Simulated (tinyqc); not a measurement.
MESFET, gradual channel with velocity saturation: one step of the calculation.

A uniformly doped n-type channel, depleted from the top by a Schottky gate; at channel potential V the depleted share of a is u = sqrt((Vbi - Vg + V)/Vp), s at the source. Electrons drift with v = mu E/(1 + mu E/vsat). Abrupt depletion edge, no series resistance, source at 0.

Question. Saturation voltage, current and transconductance. Vdsat = Vp (um^2 - s^2); Isat = (G0 Vp/Z)(1 - um), which is q Nd vsat a W (1 - um); gm = G0 (um - s)/(1 + Z (um^2 - s^2)). For Z = 0: Vdsat = Vp (1 - s^2), Isat = (G0 Vp/3)(1 - 3 s^2 + 2 s^3), gm = G0 (1 - s).

um = 0.97219460
Vp = 2.8371122 V
G0 = 5.5127694 mS
Z = 1.1348449
s = 0.80336957

Wanted: Vdsat; Isat; gm; Vdsat for Z = 0; Isat for Z = 0; gm for Z = 0.

Answer.

Vdsat = 0.85045 V
Isat = 0.38321 mA
gm = 0.69445 mS
Vdsat for Z = 0 = 1.0060 V
Isat for Z = 0 = 0.52544 mA
gm for Z = 0 = 1.0840 mS

The current saturates with 2.78 % of the channel still open at the drain, at 0.729 of the constant-mobility current.

Program tinyqc, `OMP_NUM_THREADS=1 python tinyqc.py 2500137 2500138 out.jsonl`; Intel Xeon 2.30GHz, shared host, one thread, about 0.06 s.
